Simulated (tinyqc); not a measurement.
Balance functions: hot carriers by balance equations with a heated Maxwellian. Computed by tinyqc, a small Python program. Command: `OMP_NUM_THREADS=1 python tinyqc.py 3004606 3004607 out.jsonl hot walk`. One thread of a shared host (Intel(R) Xeon(R) Processor @ 2.30GHz), about 0.02 s of CPU time with the checks.

The carriers follow a Maxwellian at an electron temperature T_e, slightly displaced; the drift energy is neglected against k_B T_e. The balance averages the rate, not the time, so mu_0 lies below the relaxation-time value.

Inputs (values chosen for the exercise, for a model non-polar semiconductor):
```
quantity                                          value       unit
effective mass m                                  0.386        m_0
density rho                                        5730     kg/m^3
sound velocity v_l                                 7190        m/s
acoustic deformation potential D_A                    5         eV
phonon energy hbar w                               44.9        meV
optical or intervalley deformation potential D_o    3.1  1e8 eV/cm
final valleys Z_f                                     2          -
lattice temperature T                               300          K
```

Band: parabolic. Solver: Newton.

Constants: k_B = 8.617333262e-05 eV/K; k_B = 1.380649e-23 J/K; e = 1.602176634e-19 C; hbar = 1.054571817e-34 J s; m_0 = 9.1093837015e-31 kg; hbar = 6.582119569e-16 eV s.

Method:
- Parabolic band: E = hbar^2 k^2/(2 m), speed v = hbar k/m, states per spin, volume and energy g(E) = m k/(2 pi^2 hbar^2). Masses are multiplied by m_0 and all formulas are in SI units.
- Phonon occupation N_q = 1/(exp(hbar w/(k_B T)) - 1).
- Acoustic deformation potential (elastic, equipartition, absorption and emission together): 1/tau = 2 pi k_B T D_A^2 g(E)/(hbar rho v_l^2).
- Optical or intervalley deformation potential: 1/tau = (pi Z_f D_o^2/(rho w)) [N_q g(E + hbar w) + (N_q + 1) g(E - hbar w)], with g = 0 below the band edge.
- Averages over the Maxwellian, <y> = int y x^(1/2) exp(-x) dx / int x^(1/2) exp(-x) dx with x = E/(k_B T_e), split at x_0 = hbar w/(k_B T_e): 64 Gauss-Legendre points in sqrt(x) below it and 128 in sqrt(x - x_0) above it, up to x = 32. Momentum balance: mu(T_e) = e/(m nu), nu = <x (sum of rates)>/<x>. Power lost per carrier: P(T_e) = hbar w <emission rate - absorption rate> + <(2 m v_l^2/(k_B T)) (E - 2 k_B T) acoustic rate>.
- The field that sustains T_e follows from e mu F^2 = P.

Against the electron temperature:
```
T_e (K)  mu (cm^2/(V s))  P optical (1e9 eV/s)  P acoustic (1e9 eV/s)  F (kV/cm)  drift velocity (1e7 cm/s)
330               3926.3                 0.965             2.3538e-02     0.5018                    0.19703
390               3491.7                 2.894             7.6765e-02     0.9224                    0.32208
480               3037.1                 5.685             1.7033e-01     1.3885                    0.42171
600               2634.1                 9.122             3.1738e-01     1.8931                    0.49865
900               2067.7                16.374             7.7743e-01     2.8801                    0.59552
1500              1556.2                27.195             2.0073e+00     4.3318                    0.67414
2400              1212.5                38.960             4.4434e+00     5.9832                    0.72543
3600               982.5                50.865             8.5517e+00     7.7765                    0.76405
```

What does the comparison show, and why?

Optical phonons take 98 % of the power in the first row and 86 % in the last. The velocity grows as F^0.81 at first and as F^0.20 at the end, so it levels off; if optical phonons alone set both balances the limit at high T_e would be sqrt(3 hbar w tanh(hbar w/2 k_B T)/(4 m)) = 1.04 in the same unit. Rows above 1400 K (k_B T_e > 0.12 eV) stretch the parabolic band.
